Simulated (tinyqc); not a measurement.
Inside a calculation. Model: wafer bonding and layer transfer: bond energy, gap closing, particles, bonding of dissimilar wafers and hydrogen blisters. Computed by tinyqc, a small Python program that keeps every step. Command: `OMP_NUM_THREADS=1 python tinyqc.py 3003470 3003471 out.jsonl bond walk`. One thread of a shared host (Intel(R) Xeon(R) Processor @ 2.30GHz), about 0.01 s of CPU time with the checks. Intermediate numbers are printed to about 6 digits and carried at full precision; extremes and crossings named in words are read from the listed rows.

gamma is the energy per area of each of the two surfaces; plates are isotropic, and both wafers have E1 and t1.

Inputs (values chosen for the exercise, with wafer 1 close to silicon):

| quantity | value | unit |
|---|---|---|
| Young's modulus E1 | 134 | GPa |
| Poisson ratio nu | 0.22 | - |
| thickness t1 | 525 | micrometre |
| blade thickness t_b | 80 | micrometre |
| crack length L | 20.3 | mm |
| particle radius h | 0.1 | micrometre |
| radius of a shallow gap R | 0.39 | mm |
| half height of the gap h_g | 18 | nm |
| implant depth d | 0.16 | micrometre |
| hydrogen dose | 6.9 | 1e16/cm^2 |
| share of the dose released as H2 | 0.39 | - |
| surface energy of the weakened plane gamma_s | 0.85 | J/m^2 |
| anneal temperature T | 775 | K |

Pair: two equal wafers.

Constants: k_B = 1.380649e-23 J/K.

## Bond energy from the blade test

Two cantilevers opened by t_b: gamma = 3 t_b^2 E1 t1^3 E2 t2^3/(16 L^4 (E1 t1^3 + E2 t2^3)).

bond energy gamma = 0.0685093 J/m^2

An error of 5 % in L changes gamma by about 20 %. This is the level of van der Waals or hydrogen bonds, as after contact at room temperature.

## Does a shallow gap close?

E' = E1/(1 - nu^2), equal wafers of thickness t1 assumed. A gap of radius R closes if h_g < h_c: h_c = R^2/sqrt((2/3) E' t1^3/gamma) for R > 2 t1 (plate bending), h_c = 3.6 sqrt(R gamma/E') for R < 2 t1 (local deformation).

closable height h_c = 49.5889 nm

h_g/h_c = 0.362984

The gap closes.

## Void around a particle

E' = E1/(1 - nu^2), equal wafers assumed. Void radius in the plate regime: R_v = [(2/3) E' t1^3/gamma]^(1/4) h^(1/2). Below h_crit = 5 sqrt(t1 gamma/E') the wafers deform locally and R_v is of the order of h (taken as h).

critical particle radius = 0.0799097 micrometre

void radius = 1186.65 micrometre

The void is 12000 times the particle.

## Blistering after hydrogen implantation

A flat crack of radius r under a layer of thickness d, as a clamped plate: centre height w = 3 p r^4/(16 E' d^3), volume pi r^2 w/3, energy release G = 3 p^2 r^4/(32 E' d^3), E' = E1/(1 - nu^2). It grows when G = 2 gamma_s. The gas comes from the area pi r^2: p V = (dose x share/2) pi r^2 k_B T, and G = p w/2 = (3/2) N k_B T with N the H2 molecules per area. Share needed: G = 2 gamma_s. The pressure and height at growth are given for r = 10 d.

energy release G = 2.15953 J/m^2

share of the dose needed = 0.307011

pressure at growth = 39.9488 MPa

height at growth = 85.1089 nm

The released gas suffices: cracks grow, as blisters under a free surface or as a split under a bonded stiffener. In this plate limit G depends on neither r nor d. Caution: the height exceeds half the layer thickness, so membrane stretching stiffens the plate.

## Closable height against the size of the gap

The formulas are those given above.

Gap closing:

| R (mm) | regime | h_c (nm) | slope h_c/R |
|---|---|---|---|
| 1.00e-04 | local | 7.94058e-01 | 0.00794058 |
| 1.00e-03 | local | 2.51103e+00 | 0.00251103 |
| 1.00e-02 | local | 7.94058e+00 | 0.00079406 |
| 1.00e-01 | local | 2.51103e+01 | 0.00025110 |
| 5.00e-01 | local | 5.61484e+01 | 0.00011230 |
| 2.00e+00 | plate | 2.84064e+02 | 0.00014203 |
| 5.00e+00 | plate | 1.77540e+03 | 0.00035508 |
| 2.00e+01 | plate | 2.84064e+04 | 0.00142032 |
| 5.00e+01 | plate | 1.77540e+05 | 0.00355080 |

Roughness of 100 nm scale may be 0.79 nm in half height, waviness of radius 5 cm as much as 180 micrometre: h_c goes as R^(1/2) when the wafer deforms locally and as R^2 when it bends. The allowed slope is least near R = 2 t1, so defects about 4 t1 wide are the hardest to close; bow matters little.

Checks made by the program: gamma against the derivative of the beam energy (relative difference 2e-10).
